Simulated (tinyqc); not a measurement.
Comparisons within one model: phonon-assisted absorption at an indirect gap. A value that a table varies takes the place of the one given here.

alpha(E) = sum_j A_j [N_j (E - Eg + w_j)^2 + (N_j + 1)(E - Eg - w_j)^2], each bracket counted only where its base is positive; N_j = 1/(exp(w_j/kB T) - 1). The first term absorbs a phonon and the second emits one; excitons and direct transitions are left out.

Photodiode (Gaertner form with a dead layer): QE = (1 - R) exp(-alpha xj) [1 - exp(-alpha W)/(1 + alpha L)], R = ((nr - 1)/(nr + 1))^2; responsivity = QE/E in A/W for E in eV.

Constants: kB = 8.617333262e-05 eV/K.

Values chosen for the exercise (loosely those of Si at room temperature; Eg is not tied to T; shifted at random, so the results belong to these values and not to a real crystal): Eg = 1.102 eV (indirect gap, held fixed unless listed); w = (59.7, 17.4) meV (two zone-edge phonons); A = (4000, 820) 1/(cm eV^2) (their strengths); T = 300 K; nr = 3.54 (refractive index); xj = 0.3 micrometre (dead layer at the surface); W = 0.98 micrometre (depleted width); L = 130 micrometre (minority diffusion length below it); E = 1.594 eV (photon energy).

## The square root of alpha at three temperatures

The gap is held fixed, so only the phonon occupations change.

sqrt(alpha) (1/cm^(1/2)):

| E - Eg (eV) | 150 K | 300 K | 450 K |
|---|---|---|---|
| -0.04 | 0.124 | 0.414 | 0.651 |
| -0.02 | 0.251 | 0.834 | 1.312 |
| 0.00 | 0.479 | 1.353 | 2.081 |
| 0.02 | 0.815 | 2.002 | 2.996 |
| 0.04 | 1.383 | 2.838 | 4.097 |
| 0.07 | 2.524 | 4.364 | 6.021 |
| 0.10 | 4.372 | 6.454 | 8.459 |
| 0.15 | 7.891 | 10.439 | 13.039 |
| 0.20 | 11.524 | 14.606 | 17.831 |
| 0.30 | 18.869 | 23.092 | 27.611 |
| 0.45 | 29.937 | 35.930 | 42.429 |
| 0.60 | 41.023 | 48.807 | 57.303 |

Below the gap only phonon absorption acts: at E - Eg = -0.02 eV sqrt(alpha) is 0.251, 0.834 and 1.312 at 150, 300 and 450 K. A straight line through the last two rows meets the axis at E - Eg = +0.0449, +0.0315 and +0.0221 eV: the intercept is roughly a weighted mean of the thresholds, not the gap, and it moves from the emission side towards Eg as the occupations grow. At the last row alpha grows by a factor 1.95 from the lowest to the highest temperature at fixed gap.

## Spectral response

Response:

| E (eV) | wavelength (nm) | alpha (1/cm) | 1/alpha (micrometre) | dead layer | collected | QE | A/W |
|---|---|---|---|---|---|---|---|
| 1.12 | 1107 | 3.73 | 2.68e+03 | 1.000 | 0.047 | 0.032 | 0.029 |
| 1.16 | 1069 | 13.7 | 729 | 1.000 | 0.153 | 0.105 | 0.090 |
| 1.22 | 1016 | 61.6 | 162 | 0.998 | 0.448 | 0.307 | 0.252 |
| 1.30 | 954 | 208 | 48.0 | 0.994 | 0.736 | 0.502 | 0.386 |
| 1.40 | 886 | 525 | 19.0 | 0.984 | 0.879 | 0.594 | 0.424 |
| 1.55 | 800 | 1.28e+03 | 7.82 | 0.962 | 0.950 | 0.628 | 0.405 |
| 1.75 | 708 | 2.80e+03 | 3.57 | 0.919 | 0.980 | 0.619 | 0.354 |
| 2.00 | 620 | 5.54e+03 | 1.81 | 0.847 | 0.992 | 0.577 | 0.289 |
| 2.30 | 539 | 1.00e+04 | 0.995 | 0.740 | 0.997 | 0.507 | 0.220 |
| 2.70 | 459 | 1.81e+04 | 0.552 | 0.580 | 0.999 | 0.398 | 0.148 |

QE is highest, 0.628, at 1.55 eV of those listed and the responsivity at 1.40 eV; reflection alone caps QE at 0.687. Near the gap weak absorption limits it (collected share 0.047); at the top the dead layer passes 0.580. Far above the gap the quadratic law and a constant index are only rough.

## What moves the response

At the energy E. Each row changes one parameter from the base and keeps the others.

Results:

| case | alpha (1/cm) | QE |
|---|---|---|
| base | 1563 | 0.6291 |
| Eg = 1.082 eV | 1702 | 0.6289 |
| T = 350 K | 1756 | 0.6287 |
| W = 1.96 micrometre | 1563 | 0.6329 |
| L = 65 micrometre | 1563 | 0.6051 |
| xj = 0.6 micrometre | 1563 | 0.6003 |
| nr = 3.72 | 1563 | 0.6117 |

The largest shifts from the base row, up to three for each result and ties (the steps differ in size, so this ranks the rows, not the parameters). alpha (1/cm): T +194, Eg +139; unchanged at the printed digits by W, L, xj and nr. QE: xj -0.0288, L -0.0240, nr -0.0175.

Program tinyqc; command `OMP_NUM_THREADS=1 python tinyqc.py 1680168 1680169 out.jsonl`; about 0.01 s on one thread of a shared Intel(R) Xeon(R) Processor @ 2.30GHz.
